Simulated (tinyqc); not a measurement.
Undoped gate-all-around wire MOSFET, analytic charge model: output curve.

An undoped round wire of radius R under an insulator shell and a surrounding gate; long channel, electrons only, n = ni exp((psi - V)/Vt) with V the quasi-Fermi potential (0 at the source, Vd at the drain), constant mobility, no quantisation. The radial Poisson equation gives n(r) = n(0)/(1 - (1 - b) r^2/R^2)^2 with b = Q0/(Q + Q0). Q is the electron charge per area of the wire surface.

ni = sqrt(Nc Nv) exp(-Eg/(2 Vt)), Eg in volts; Cox = eps0 eox/(R ln(1 + tox/R)); Q0 = 4 eps0 eps_r Vt/R; V0 = dphi + Vt ln[8 eps0 eps_r Vt/(q ni R^2)]. Q solves Vg - V0 - V = Q/Cox + Vt ln(Q/Q0) + Vt ln(1 + Q/Q0). I = mu (2 pi R/L)[2 Vt (Qs - Qd) + (Qs^2 - Qd^2)/(2 Cox) + Vt Q0 ln((Qd + Q0)/(Qs + Q0))], with Qs at V = 0 and Qd at V = Vd.

Inputs (values chosen for the exercise); material values close to those of silicon: temperature T = 273 K; band gap Eg = 1.12 eV; relative permittivity of the semiconductor eps_r = 11.9; conduction-band density of states at T Nc = 2.42e19 cm^-3; valence-band density of states at T Nv = 2.26e19 cm^-3; relative permittivity of the gate insulator eox = 3.71; insulator thickness tox = 1.9 nm; wire radius R = 6 nm; gate work function less that of the intrinsic body dphi = 0.19 V; channel mobility mu = 170 cm^2/(V s); gate length L = 0.5 um; gate voltage Vg = 1 V.

Constants: q = 1.602176634e-19 C, kB = 1.380649e-23 J/K, Vt = kB T/q, eps0 = 8.8541878128e-14 F/cm where lengths are in cm. Results are converted to the units shown.

Output curve:
```
Vd (V)  Qd (nC/cm^2)     Qd/Qs  I (uA)
0.06           374.2    0.7886  0.3262
0.11           293.6    0.6188  0.5400
0.16           216.9    0.4571  0.7033
0.21           145.7    0.3070  0.8192
0.27           71.96    0.1516  0.9018
0.32           27.40   0.05774  0.9326
0.37           5.838   0.01230  0.9420
0.42          0.7998  0.001685  0.9436
0.47         0.09734  2.051e-4  0.9438
```

Read the table: what changes, and by how much?

The current rises from 0.326 to 0.944 uA, while the charge at the drain end falls from 0.79 to 2.1e-4 of that at the source. The current first comes within 1 % of its last value at Vd = 0.37 V among the rows. Over the last rows Qd falls by a factor of e for each Vt of drain voltage: the drain end is in weak inversion. In every row the surface density at the source passes 0.3 Nc, where Boltzmann statistics fail. In every row the body is thin enough for quantum confinement, left out here, to raise the threshold.

tinyqc, about 0.03 s, one thread, Intel Xeon 2.30GHz (shared host): `OMP_NUM_THREADS=1 python tinyqc.py 2460160 2460161 out.jsonl`
